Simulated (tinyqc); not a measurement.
Two-band massive Dirac model of the K valleys: sweeps and comparisons. A value that a table varies takes the place of the one given here.

Basis (conduction, valence): H = [[D/2, a t (tau kx - i ky)], [a t (tau kx + i ky), -D/2 + lam tau sz]], valley tau = +/-1, spin sz = +/-1. The gap of a spin and valley is G = D - lam tau sz. Berry curvature Omega = curl of i<u|grad u>; for the conduction band Omega_c = -tau 2 a^2 t^2 G/(G^2 + 4 a^2 t^2 k^2)^(3/2), and Omega_v = -Omega_c.

Constants: hbar^2/2m0 = 3.80998211 eV angstrom^2.

Inputs chosen for the exercise (near those used for monolayer WS2; shifted at random, so the results belong to these values and not to a real crystal): a = 3.196 angstrom (lattice constant); D = 1.89 eV (gap parameter); t = 1.48 eV (effective hopping); lam = 0.213 eV (half the valence spin splitting).

## Away from the valley

Flavour tau = +1, sz = +1. Parabolic transition energy G + 2 a^2 t^2 k^2/G; degree of circular polarisation eta = 2 cos(theta)/(1 + cos^2(theta)). The last column is the Berry flux of the conduction band inside |k|, over 2 pi: -(1 - cos(theta))/2, cos(theta) = G/(transition energy).

Along |k|:
```
|k| (1/angstrom)  transition (eV)  parabolic (eV)  Omega_c (angstrom^2)     eta  flux/2 pi
0.000                      1.6770          1.6770               -15.911  1.0000     0.0000
0.025                      1.6936          1.6937               -15.448  1.0000    -0.0049
0.050                      1.7424          1.7437               -14.185  0.9993    -0.0188
0.075                      1.8209          1.8271               -12.429  0.9966    -0.0395
0.100                      1.9254          1.9438               -10.513  0.9905    -0.0645
0.150                      2.1968          2.2774                -7.078  0.9646    -0.1183
0.200                      2.5283          2.7443                -4.643  0.9213    -0.1683
0.300                      3.2965          4.0785                -2.095  0.8083    -0.2456
```

How do the results move?

The curvature halves at |k| = 0.136 1/angstrom, where 2 a t k = 0.766 G. At 0.3 the parabola is 782 meV too high, eta has fallen only to 0.808, and the flux has reached -0.246 of the -1/2 that a whole cone holds. The real bands leave this model beyond about 0.1 to 0.2 1/angstrom, where trigonal warping and other bands enter.

## Hole doping of the spin-split valence bands

The Fermi level lies E below the top of the valence band. kF for the upper and lower band of valley +1 from the two-band energy; each flavour holds kF^2/(4 pi) holes per area and both valleys count. Spin polarisation within one valley; Berry flux removed from valley +1, the sum of (1 - cos(theta_F))/2 with cos(theta_F) = G/sqrt(G^2 + 4 a^2 t^2 kF^2), in units of 2 pi.

Holes:
```
E (meV)  kF upper (1/angstrom)  kF lower  p (1e12/cm^2)  spin polarisation in a valley  flux/2 pi
53.2                    0.0642    0.0000           6.55                          1.000     0.0299
106.5                   0.0921    0.0000          13.51                          1.000     0.0563
213.0                   0.1341    0.0000          28.64                          1.000     0.1013
319.5                   0.1689    0.0000          45.38                          1.000     0.1380
404.7                   0.1940    0.0000          59.93                          1.000     0.1628
468.6                   0.2120    0.0639          78.02                          0.833     0.1987
639.0                   0.2572    0.1485         140.37                          0.500     0.3005
852.0                   0.3103    0.2194         229.91                          0.333     0.3962
```

What can be read from the table?

Up to E = 2 lam = 426 meV, a density of 63.7e12/cm^2, only the upper band of this model is emptied and each valley is fully spin-polarised, oppositely in the two. Beyond it the polarisation falls, to 0.33 in the last row. The flux, times e^2/h, is in size the change of the Hall conductivity of one valley; the other valley cancels it in the charge current. Rows with kF above about 0.2 1/angstrom lie beyond the range of the model, and in real layers the valley at Gamma, close below in MoS2 and WS2, can take holes as well.

## What each parameter does

Flavour tau = sz = +1 at k = 0: gap G, mass c G/(a t)^2 with c = hbar^2/2m0, Omega_c, and the B - A splitting 2 lam. Each row changes one parameter from the base and keeps the others.

Results:
```
case                 G (eV)  mass (m0)  Omega_c (angstrom^2)  B - A (eV)
base                 1.6770     0.2856               -15.911      0.4260
a = 3.2599 angstrom  1.6770     0.2745               -16.554      0.4260
D = 2.079 eV         1.8660     0.3178               -12.851      0.4260
t = 1.628 eV         1.6770     0.2360               -19.252      0.4260
lam = 0.3195 eV      1.5705     0.2674               -18.142      0.6390
```

What can be read from the table?

The largest shifts from the base row, up to three for each result and ties (the steps differ in size, so this ranks the rows, not the parameters). G (eV): D +0.1890, lam -0.1065; unchanged at the printed digits by a and t. mass (m0): t -0.0496, D +0.0322, lam -0.0181. Omega_c (angstrom^2): t -3.341, D +3.060, lam -2.231. B - A (eV): lam +0.2130; unchanged at the printed digits by a, D and t. The mass goes as G/(a t)^2 and the curvature as (a t)^2/G^2, so their product is -2c/G.

Computed by tinyqc, a small Python program: `OMP_NUM_THREADS=1 python tinyqc.py 1451405 1451406 out.jsonl` (the numbers bound the seed that draws the inputs); one thread of a shared host (Intel(R) Xeon(R) Processor @ 2.30GHz), about 0.01 s for the whole set of steps.
